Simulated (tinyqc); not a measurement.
From results back to parameters: averaged masses of warped heavy- and light-hole bands. Three cases, with inputs chosen for the exercise.

Problem. For B along [111] the central orbits have s = 1/4 all round, so the cyclotron masses are 1/(g1 -/+ sqrt(g2^2 + 3 g3^2)). They are given with the heavy-hole mass along [100], 1/(g1 - 2 g2); g2 and g3 are positive.

Find: g1; sqrt(g2^2 + 3 g3^2); g2; g3.

Method. The mean of the two inverse cyclotron masses is g1 and half their difference is the root; g2 = (g1 - 1/m[100])/2, and g3 follows.

Case 1.

heavy and light cyclotron mass for B along [111]; heavy mass along [100] (m0): 0.5771075  0.1477712  0.2801120

Solution.

g1 = 4.25
sqrt(g2^2 + 3 g3^2) = 2.517
g2 = 0.34
g3 = 1.44

Case 2.

heavy and light cyclotron mass for B along [111]; heavy mass along [100] (m0): 0.5728635  0.1467484  0.2777778

Solution.

g1 = 4.28
sqrt(g2^2 + 3 g3^2) = 2.534
g2 = 0.34
g3 = 1.45

Case 3.

heavy and light cyclotron mass for B along [111]; heavy mass along [100] (m0): 0.3814755  0.0414618  0.2087683

Solution.

g1 = 13.37
sqrt(g2^2 + 3 g3^2) = 10.749
g2 = 4.29
g3 = 5.69

Computed by tinyqc, one run a case: `OMP_NUM_THREADS=1 python tinyqc.py N N+1 out.jsonl` with N = 1081295, 1081304, 1081319; one thread of a shared Intel(R) Xeon(R) Processor @ 2.30GHz, about 0.03 s a run at most.
